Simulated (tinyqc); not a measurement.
Composition profile: interdiffusion in a binary couple: Darken equations, Kirkendall shift and Boltzmann-Matano analysis. Computed by tinyqc, a small Python program. Command: `OMP_NUM_THREADS=1 python tinyqc.py 3020888 3020889 out.jsonl darken walk`. One thread of a shared host (Intel(R) Xeon(R) Processor @ 2.30GHz), about 0.01 s of CPU time with the checks.

x is the mole fraction of B; the molar volume is constant, and the two halves are long enough to count as infinite.

Inputs (values chosen for the exercise, for a model alloy A-B):

| quantity | value | unit |
|---|---|---|
| tracer diffusivity D*_A(0) | 5e-14 | m^2/s |
| tracer diffusivity D*_B(0) | 2.4e-14 | m^2/s |
| slope k of ln D* with x | -0.58 | - |
| regular-solution parameter W | 0.052 | eV |
| temperature T | 1260 | K |
| left composition x_L | 0.15 | - |
| right composition x_R | 0.47 | - |
| time t | 520000 | s |

Vacancy-wind correction: none.

Constants: k_B = 8.617333262e-05 eV/K.

Method:
- D*_i(x) = D*_i(0) exp(k x); thermodynamic factor Phi = 1 - 2 W x (1 - x)/(k_B T); intrinsic D_i = D*_i Phi; interdiffusion D~ = x D_A + (1 - x) D_B.
- With lambda = z/sqrt(t), the profile solves d/dlambda (D~ dx/dlambda) + (lambda/2) dx/dlambda = 0 with x = x_L and x_R far to the left and right; z = 0 is the original interface. It is solved as a boundary-value problem in y = lambda/sqrt(D~ at the mean composition) on -12 < y < 12 (collocation, tolerance 1e-8).
- The last column is the error-function profile for a constant D~ taken at the mean composition.

D~ at the mean composition = 2.1297e-14 m^2/s

Profile at time t:

| y | z (um) | x | dx/dz (1/um) | x for constant D~ |
|---|---|---|---|---|
| -3.0 | -315.70 | 0.15590 | 9.4041e-05 | 0.15542 |
| -2.0 | -210.47 | 0.17576 | 3.1223e-04 | 0.17517 |
| -1.5 | -157.85 | 0.19647 | 4.7935e-04 | 0.19622 |
| -1.0 | -105.23 | 0.22639 | 6.5617e-04 | 0.22672 |
| -0.5 | -52.62 | 0.26492 | 7.9844e-04 | 0.26579 |
| 0.0 | 0.00 | 0.30897 | 8.5935e-04 | 0.31000 |
| 0.5 | 52.62 | 0.35346 | 8.1394e-04 | 0.35421 |
| 1.0 | 105.23 | 0.39299 | 6.7658e-04 | 0.39328 |
| 1.5 | 157.85 | 0.42386 | 4.9365e-04 | 0.42378 |
| 2.0 | 210.47 | 0.44506 | 3.1666e-04 | 0.44483 |
| 3.0 | 315.70 | 0.46473 | 8.9003e-05 | 0.46458 |

What follows from these numbers?

At the original interface x = 0.3090, against the mean 0.3100. D~ is 0.935 times as large at x_R as at x_L, about the same at both ends.
